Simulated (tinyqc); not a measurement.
Inputs raised by 10 %, one at a time: spin coating of a resist or spin-on film: centrifugal thinning, evaporation and the final thickness (Emslie and Meyerhofer models). Computed by tinyqc, a small Python program. Command: `OMP_NUM_THREADS=1 python tinyqc.py 3112086 3112087 out.jsonl spincoat sens`. One thread of a shared host (Intel(R) Xeon(R) Processor @ 2.30GHz), about 0.3 s of CPU time with the checks.

A Newtonian film stays uniform over the wafer; solvent and solids have the same density and the concentration is uniform through the thickness.

Inputs (values chosen for the exercise, of the order of those of a polymer resist in an ester solvent): solids volume fraction c0 = 0.077; kinematic viscosity of the solvent nu_s = 2.3 mm^2/s; viscosity constant k = 1400 mm^2/s; viscosity exponent gamma = 3.1; spin speed f = 3000 rpm; evaporation rate at 1000 rpm e0 = 0.44 micrometre/s; starting thickness h0 = 300 micrometre; wafer radius R = 100 mm; shrinkage in the bake = 5.8 %.

Method:
- omega = 2 pi f/60; nu(c) = nu_s + k c^gamma; evaporation rate e = e0 sqrt(f/1000 rpm).
- Flow constant K = 2 omega^2/(3 nu(c0)); Reynolds number of the air omega R^2/nu_air with nu_air = 15 mm^2/s.
- Meyerhofer estimate: flow rules until (1 - c0) K h^3 = e, then evaporation alone: h_w = (e/((1 - c0) K))^(1/3), dry film c0 h_w.
- Full model for solids s and liquid l per area, h = s + l, c = s/h: ds/dt = -c Q, dl/dt = -(1 - c) Q - e, Q = 2 omega^2 h^3/(3 nu(c)); integrated adaptively (relative tolerance 1e-9) until l = 0.
- Dry film = s at l = 0, before the bake; film after the bake = s x (1 - shrinkage).

Runs:
```
input moved                                        from      to  dry film (nm)  time to dry (s)  dry film, estimate (nm)  wet thickness h_w (micrometre)
base run                                              -       -          269.5            4.962                    252.0                           3.273
solids volume fraction c0                         0.077  0.0847          306.6            5.068                    283.5                           3.348
kinematic viscosity of the solvent nu_s (mm^2/s)    2.3    2.53          275.5            5.081                    258.8                           3.361
viscosity constant k (mm^2/s)                      1400    1540          272.3            5.005                    253.5                           3.292
viscosity exponent gamma                            3.1    3.41          254.2            4.724                    243.6                           3.164
spin speed f (rpm)                                 3000    3300          257.0            4.511                    240.3                           3.121
evaporation rate at 1000 rpm e0 (micrometre/s)     0.44   0.484          278.2            4.656                    260.2                           3.379
starting thickness h0 (micrometre)                  300     330          269.5            4.962                    252.0                           3.273
```

Exponents ln(y'/y) / ln(x'/x):
```
input                                    dry film  time to dry  dry film, estimate  wet thickness h_w
solids volume fraction c0                   1.353        0.222               1.236              0.236
kinematic viscosity of the solvent nu_s     0.231        0.249               0.277              0.277
viscosity constant k                        0.108        0.090               0.061              0.061
viscosity exponent gamma                   -0.613       -0.515              -0.357             -0.357
spin speed f                               -0.500       -1.000              -0.500             -0.500
evaporation rate at 1000 rpm e0             0.333       -0.667               0.333              0.333
starting thickness h0                       0.000        0.000               0.000              0.000
```

Among the inputs moved here: dry film answers most in size to solids volume fraction c0 (exponent +1.353), next to viscosity exponent gamma (-0.613); its exponent is below 0.0005 for starting thickness h0. Its exponent -0.500 in spin speed f: (e/omega^2)^(1/3) with e as sqrt(f). Its exponent +0.333 in evaporation rate at 1000 rpm e0: the cube root of the evaporation rate. Time to dry answers most in size to spin speed f (exponent -1.000), next to evaporation rate at 1000 rpm e0 (-0.667); its exponent is below 0.0005 for starting thickness h0. dry film, estimate answers most in size to solids volume fraction c0 (exponent +1.236), next to spin speed f (-0.500); its exponent is below 0.0005 for starting thickness h0. wet thickness h_w answers most in size to spin speed f (exponent -0.500), next to viscosity exponent gamma (-0.357); its exponent is below 0.0005 for starting thickness h0.
